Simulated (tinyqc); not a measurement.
Off-state leakage of single and stacked transistors: two steps of the calculation.

n-channel devices of unit width. Subthreshold current I(Vg, Vs, Vd) = I0 (T/300 K)^0.5 exp[(Vg - Vs - VT(T) - gb (Vs - Vb) + dd (Vd - Vs))/(nf Vt)] (1 - exp(-(Vd - Vs)/Vt)), VT(T) = VT - cT (T - 300 K). Gate-edge tunnelling Ig (Vd/1 V) exp(ag (Vd - 1 V)), for a gate at 0 V, and band-to-band leakage Ab u exp(-Bb/u), u = Vd - Vb + 1 V, flow at a drain held at V; both are taken as independent of T. In a stack of off transistors (all gates at 0 V) the same subthreshold current passes through each.

Parameters, values chosen for the exercise; values of the order met in bulk silicon logic transistors:
- T = 300 K (temperature)
- V = 0.7 V (supply voltage)
- VT = 0.4 V (threshold at 300 K, zero drain and body bias)
- cT = 0.8 mV/K (fall of the threshold with temperature)
- I0 = 0.6 uA/um (current at threshold at 300 K)
- nf = 1.44 (slope factor)
- dd = 0.12 (drain-induced lowering per volt)
- gb = 0.24 (rise of the threshold per volt of source-body bias)
- Ig = 0.0006 uA/um (gate-edge tunnelling current at 1 V)
- ag = 4.1 1/V (exponential slope of the gate current)
- Ab = 70 uA/(um V) (prefactor of band-to-band leakage at the drain)
- Bb = 21 V (its exponential voltage)
- Vb = 0 V (body voltage)

Constants: q = 1.602176634e-19 C, kB = 1.380649e-23 J/K, Vt = kB T/q. Results are converted to the units shown.

Problem 1. Leakage of one transistor. Vg = Vs = 0, Vd = V; effective threshold VT(T) - gb Vb - dd V.

Wanted: effective threshold; parts; total; shares.

Solution 1.

effective threshold = 0.31600 V
parts (nA/um): subthreshold 0.12349, gate edge 0.12276, band-to-band 0.51373
total = 0.75998 nA/um
shares (%): subthreshold 16.250, gate edge 16.153, band-to-band 67.597

The band-to-band part is the largest.

Problem 2. New Vx. Stack of two, Vx the node between them: I_low = I(0, 0, Vx), I_up = I(0, Vx, V), f = ln(I_up/I_low), f' = -(1 + gb + 2 dd)/(nf Vt) - 1/(Vt (exp(Vx/Vt) - 1)) - 1/(Vt (exp((V - Vx)/Vt) - 1)), Vx(new) = Vx - f/f'.

Vx at the start = 0.057 V

Give: I_low; I_up; f; f'; Vx after iteration 1.

Solution 2.

I_low = 0.013828 nA/um
I_up = 0.015392 nA/um
f = 0.10716
f' = -44.550 1/V
Vx after iteration 1 = 0.059405 V

Program tinyqc, `OMP_NUM_THREADS=1 python tinyqc.py 2242144 2242145 out.jsonl`; Intel Xeon 2.30GHz, shared host, one thread, about 0.03 s.
